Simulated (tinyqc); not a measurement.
Electron continuity equation in a given potential, Scharfetter-Gummel discretisation: one step of the calculation.

Steady state in one dimension: J = q mu n E + q D dn/dx with E = -dpsi/dx and D = mu Vt, dJ/dx = q (n/tau - G), fixed densities nL and nR at the ends. The potential is given, psi = U x/L - Ub exp(-((x/L - xb)/sb)^2), and is not changed by the electrons.

Task. Tridiagonal system for the inner nodes. Row i (1 to 10): B(-d_(i-1)) n_(i-1) + b_i n_i + B(d_i) n_(i+1) = f_i with b_i = -B(-d_i) - B(d_(i-1)) - h^2/(D tau) and f_i = -G h^2/D; the known end values are moved to the right: f_1 loses B(-d_0) nL and f_10 loses B(d_10) nR. h = L/11, D = mu Vt.

Values chosen for this exercise; mobility close to that of germanium at room temperature:
```
symbol,value,unit,meaning
T,400,K,temperature
mu,3850,cm^2/(V s),electron mobility
L,0.3,um,length of the region
nL,1.1e14,cm^-3,density at x = 0
nR,0,cm^-3,density at x = L
tau,5.4e-13,s,lifetime
G,0,cm^-3 s^-1,uniform generation rate
```

Constants: q = 1.602176634e-19 C, kB = 1.380649e-23 J/K, Vt = kB T/q. Results are converted to the units shown.

```
interval     B(d_i)       B(-d_i)
0         4.7888464   0.041543537
1         4.7888464   0.041543536
2         4.7888901   0.041542037
3         4.8044097   0.041013158
4         5.5022496   0.022956924
5         8.5075488  0.0017209583
6         3.8575354   0.089059812
7         1.9886321    0.41028718
8         4.4481637   0.054985438
9         4.7842679   0.041700838
10        4.7888385   0.041543807
```

Wanted: diagonal b; right side f.

Result.

```
node  diagonal b  right side f (cm^-3)
1         -4.934             -4.570e12
2         -4.934                     0
3         -4.934                     0
4         -4.931                     0
5         -5.608                     0
6         -8.700                     0
7         -4.372                     0
8         -2.147                     0
9         -4.594                     0
10        -4.930                     0
```

Range of the model: The drift velocity mu E exceeds 1e7 cm/s somewhere, where real mobilities no longer stay constant.

Program tinyqc, `OMP_NUM_THREADS=1 python tinyqc.py 2220044 2220045 out.jsonl`; Intel Xeon 2.30GHz, shared host, one thread, about 0.01 s.
